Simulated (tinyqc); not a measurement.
# Changing the heater half-width b

Model: the 3-omega method: a line heater on a substrate with a thin film. Computed by tinyqc, a small Python program. Command: `OMP_NUM_THREADS=1 python tinyqc.py 3002754 3002755 out.jsonl threeomega sweep`. One thread of a shared host (Intel(R) Xeon(R) Processor @ 2.30GHz), about 0.02 s of CPU time with the checks.

A current at angular frequency omega = 2 pi f heats the line at 2 omega with the amplitude P per length; the temperature swing Delta T at 2 omega gives a voltage at 3 omega. The substrate is taken as semi-infinite and isotropic, and the heat capacity of heater and film is left out.

Inputs (values chosen for the exercise, modelled on silicon nitride on silicon):
```
quantity                                    value           unit
substrate conductivity kappa                  152        W/(m K)
substrate heat capacity C                     1.6  1e6 J/(m^3 K)
power amplitude per length P                   48            W/m
current frequency f                            89             Hz
film thickness t                              240             nm
film conductivity kappa_f                     2.3        W/(m K)
interface resistance R_i                       16       m^2 K/GW
substrate thickness d_s                       500     micrometre
temperature coefficient of resistance beta    1.8         1e-3/K
voltage amplitude V_1                         1.9              V
```

Method:
- D = kappa/C; q = sqrt(2 i omega/D); penetration depth 1/|q| = sqrt(D/(2 omega)).
- Delta T_s = (P/(pi kappa)) int_0^infinity (sin x/x)^2 / sqrt(x^2 + (q b)^2) dx with (q b)^2 = i |q b|^2, averaged over the heater width (12 Gauss-Legendre points on each of the pieces 0, 14 log-spaced edges from 1e-5 to 1, and multiples of pi to 40 pi; the tail adds 1/(4 (40 pi)^2)).
- For |q| b much below 1: Delta T_s = (P/(pi kappa)) [-ln(|q| b) + eta - i pi/4], eta = 3/2 - C_E = 0.92278, with Euler's C_E = 0.5772157.
- One-dimensional flow across the film: Delta T_f = P (t/kappa_f + R_i)/(2 b); total in-phase swing Delta T = Delta T_s + Delta T_f; third-harmonic amplitude V_3 = V_1 beta |Delta T|/2 with the out-of-phase part included; the apparent film conductivity is t/(t/kappa_f + R_i).
- Take the in-phase swing at f and at 2f; in the narrow-line limit kappa = P ln 2/(2 pi [Delta T(f) - Delta T(2f)]), whatever the film and the heater width.

One run for each value; columns: (1) heater half-width b (micrometre); (2) error of the slope method (%); (3) in-phase Delta T_s (K); (4) Delta T_f (K); (5) film share of the in-phase swing; (6) |q| b:
```
(1)          (2)     (3)    (4)     (5)     (6)
0.50   1.112e-04  0.7329  5.777  0.8874  0.0017
0.94   3.929e-04  0.6694  3.073  0.8211  0.0032
1.80   1.441e-03  0.6041  1.605  0.7265  0.0062
6.30   1.764e-02  0.4782  0.458  0.4895  0.0216
12.00  6.390e-02  0.4134  0.241  0.3680  0.0412
22.00  2.141e-01  0.3526  0.131  0.2713  0.0755
42.00  7.731e-01  0.2878  0.069  0.1929  0.1441
80.00  2.745e+00  0.2237  0.036  0.1390  0.2745
```

Give the missing row, heater half-width b (micrometre) = 3.40.

Computed row; columns: (1) heater half-width b (micrometre); (2) error of the slope method (%); (3) in-phase Delta T_s (K); (4) Delta T_f (K); (5) film share of the in-phase swing; (6) |q| b:
```
(1)         (2)     (3)    (4)     (5)     (6)
3.40  5.139e-03  0.5402  0.850  0.6113  0.0117
```

Interpolating between the two neighbouring rows (the first column on a logarithmic scale, the others too where they are positive) misses most in film share of the in-phase swing, by 2.7 %. Over the rows, error of the slope method (%) rises from 1.11e-4 to 2.74 (exponent d ln y / d ln x about 2.0 throughout); in-phase Delta T_s (K) falls from 0.733 to 0.224 (exponent d ln y / d ln x -0.14 between the first rows and -0.39 between the last); Delta T_f (K) falls from 5.78 to 0.0361 (exponent d ln y / d ln x about -1.0 throughout). The exponent of Delta T_f stays at -1: the flux is P/(2b). Narrow heaters keep the slope method exact and raise the film signal as 1/b, while the substrate signal changes only as ln b as long as |q| b is well below 1.

Caution (all rows): the penetration depth exceeds a fifth of the substrate thickness, so the back face is felt and the semi-infinite formula fails. Caution (rows 0.500): the film is not thin against the heater width, so heat spreads sideways in it and the one-dimensional step fails.
